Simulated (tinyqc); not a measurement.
# Metal-interlayer-semiconductor contact, depinning against tunnelling resistance: contact resistivity against the interlayer thickness

Zero bias, n-type semiconductor. Gap states at the semiconductor surface thin out as exp(-be ti), which unpins the barrier; electrons must then cross the interlayer (a rectangular barrier, no voltage drop across it) and the parabolic depleted layer, both by WKB. Energies E are counted from the Fermi level; no image force, parabolic bands.

S = 1/(1 + (1/S0 - 1) exp(-be ti)); phiB = S (phiM - chi) + (1 - S)(Eg - E0); xi = Ec - EF deep inside, from Nd = Nc F(-xi/Vt), F(x) = (2/sqrt(pi)) int_0^infinity sqrt(u) du/(1 + exp(u - x)); band bending U = phiB - xi; E00 = (hbar/2) sqrt(Nd/(eps0 eps_r mt m0)) in volts; A = 4 pi q mA m0 kB^2/h^3. With U = phiB - xi: for xi < E < phiB, y = (E - xi)/U and G1 = (U/E00) [sqrt(1 - y) - y ln((1 + sqrt(1 - y))/sqrt(y))], G1 = 0 above phiB; G2 = 2 ti sqrt(mi max(phiB + dE - E, 0)/C), C = hbar^2/(2 m0); f = 1/(1 + exp(E/Vt)); 1/rho_c = (A T^2/Vt^2) times the integral of exp(-G1 - G2) f over E from xi upwards. Shares under 0.001 % are printed as 0; rows without band bending are left out.

Parameters, values chosen for the exercise; semiconductor values close to those of gallium nitride; interlayer mass of the order of that in titanium dioxide, offset chosen freely:

| symbol | value | unit | meaning |
|---|---|---|---|
| T | 300 | K | temperature |
| Eg | 3.34 | eV | band gap |
| eps_r | 9.69 |  | relative permittivity |
| chi | 4.22 | eV | electron affinity |
| Nc | 2.3e18 | cm^-3 | conduction-band density of states at T |
| mt | 0.206 | m0 | tunnelling mass in the semiconductor |
| mA | 0.203 | m0 | Richardson mass |
| Nd | 1.2e19 | cm^-3 | donor density |
| E0 | 2.2 | eV | charge-neutrality level above the valence band |
| S0 | 0.59 |  | pinning factor without interlayer |
| phiM | 4.32 | eV | metal work function |
| dE | 0.07 | eV | conduction-band offset of the interlayer above the semiconductor |
| mi | 0.3 | m0 | tunnelling mass in the interlayer |
| be | 4.2 | 1/nm | decay constant of gap states through the interlayer |

Constants: q = 1.602176634e-19 C, kB = 1.380649e-23 J/K, eps0 = 8.8541878128e-12 F/m, hbar = 1.054571817e-34 J s, h = 6.62607015e-34 J s, m0 = 9.1093837015e-31 kg, Vt = kB T/q, hbar^2/(2 m0) = 0.0380998212 eV nm^2. Results are converted to the units shown.

The same in every row: E00/Vt = 1.76.

Contact resistivity against the interlayer thickness:
```
ti (nm),S,phiB (eV),rho_c (ohm cm^2),rho_c with G2 = 0 (ohm cm^2),peak of the integrand (eV),share above phiB (%)
0,0.590,0.526,3.40e-5,3.40e-5,0.0380,0
0.3,0.835,0.271,7.77e-7,3.09e-7,0.0237,0.131
0.6,0.947,0.155,1.92e-7,4.31e-8,0.0166,2.11
0.9,0.984,0.116,1.78e-7,2.35e-8,0.0162,6.53
1.2,0.996,0.105,2.62e-7,1.97e-8,0.0193,11.4
1.5,0.999,0.101,4.38e-7,1.88e-8,0.0238,17.0
1.8,1.00,0.100,7.40e-7,1.85e-8,0.0292,24.1
2.1,1.00,0.100,1.21e-6,1.84e-8,0.0355,33.1
2.4,1.00,0.100,1.88e-6,1.84e-8,0.170,44.1
```

As ti goes from 0 to 2.4, phiB falls from 0.526 to 0.100 eV and rho_c goes from 3.40e-5 through a minimum of 1.78e-7 (at ti = 0.9 among the rows listed) to 1.88e-6 ohm cm^2. At ti = 0.9 nm rho_c is 191 times lower than without interlayer: up to there the falling barrier gains more than tunnelling through the layer costs, beyond it the layer dominates. The ratio of rho_c to its value with G2 = 0 runs from 1.00 to 102.

Numbers from tinyqc (`OMP_NUM_THREADS=1 python tinyqc.py 2270114 2270115 out.jsonl`; about 0.04 s on one thread of a shared Intel Xeon 2.30GHz).
